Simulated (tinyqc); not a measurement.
Reduced Fermi level from a carrier density: charge neutrality of a doped semiconductor with incomplete ionisation. Computed by tinyqc, a small Python program. Command: `OMP_NUM_THREADS=1 python tinyqc.py 3011251 3011252 out.jsonl dopant walk`. One thread of a shared host (Intel(R) Xeon(R) Processor @ 2.30GHz), about 0.03 s of CPU time with the checks.

Energies are counted from the top of the valence band; E_D is measured down from the conduction band and E_A up from the valence band.

Inputs (values chosen for the exercise, for a model semiconductor):
```
quantity             value  unit
gap at 0 K E_g0       6.95    eV
Varshni alpha      0.00228  eV/K
Varshni beta          1570     K
electron mass m_e    0.332   m_0
valleys M_c              1     -
hole mass m_h         2.79   m_0
temperature T          300     K
```

Doping: n-type, compensated. Statistics of the bands: Boltzmann.

ratios u of density to N: 0.0059  0.026  0.11  0.5  2.2  9.5  42

Constants: m_0 = 9.1093837015e-31 kg; k_B = 1.380649e-23 J/K; h = 6.62607015e-34 J s; k_B = 8.617333262e-05 eV/K.

Method:
- E_g = E_g0 - alpha T^2/(T + beta).
- N_c = 2 M_c (2 pi m_e k_B T/h^2)^(3/2) and N_v = 2 (2 pi m_h k_B T/h^2)^(3/2), masses in units of m_0.
- n_i = sqrt(N_c N_v) exp(-E_g/(2 k_B T)); E_i = E_g/2 + (k_B T/2) ln(N_v/N_c).
- F_1/2(eta) = (2/sqrt(pi)) int_0^infinity sqrt(x)/(1 + exp(x - eta)) dx, by the trapezoid rule in t = sqrt(x) with step 0.02 up to t = 12 (for eta < -12 by exp(eta) - exp(2 eta)/2^(3/2)).
- For u = density/N of the majority band, eta solves F_1/2(eta) = u (bisection). Boltzmann: ln u. Joyce-Dixon: ln u + u/sqrt(8) - 4.95009e-3 u^2 + 1.48386e-4 u^3 - 4.42563e-6 u^4. Degenerate limit: (3 sqrt(pi) u/4)^(2/3). The last column is (eta - ln u) k_B T.

N_c = 4.80042e+18 cm^-3

k_B T = 0.0258520 eV

Eta by four rules:
```
u       density (cm^-3)   exact  Boltzmann  Joyce-Dixon  degenerate  Boltzmann error (meV)
0.0059       2.8322e+16  -5.131    -5.1328      -5.1307  3.9475e-02             5.3922e-02
0.026        1.2481e+17  -3.640    -3.6497      -3.6405  1.0611e-01             2.3756e-01
0.11         5.2805e+17  -2.168    -2.2073      -2.1684  2.7756e-01             1.0039e+00
0.5          2.4002e+18  -0.518    -0.6931      -0.5176  7.6162e-01             4.5385e+00
2.2          1.0561e+19   1.544     0.7885       1.5438  2.0451e+00             1.9527e+01
9.5          4.5604e+19   5.262     2.2513       5.2545  5.4230e+00             7.7820e+01
42           2.0162e+20  14.551     3.7377       7.0774  1.4608e+01             2.7955e+02
```

What follows from these numbers?

Boltzmann statistics place E_F within 1 meV of the exact value up to u = 0.0260 of those listed and miss by 280 meV at u = 42. Joyce-Dixon stays within 0.01 in eta up to u = 9.50; the degenerate limit is still 0.39 % high at the last u. Past u of about 10 the Joyce-Dixon series fails. A parabolic band is assumed throughout.
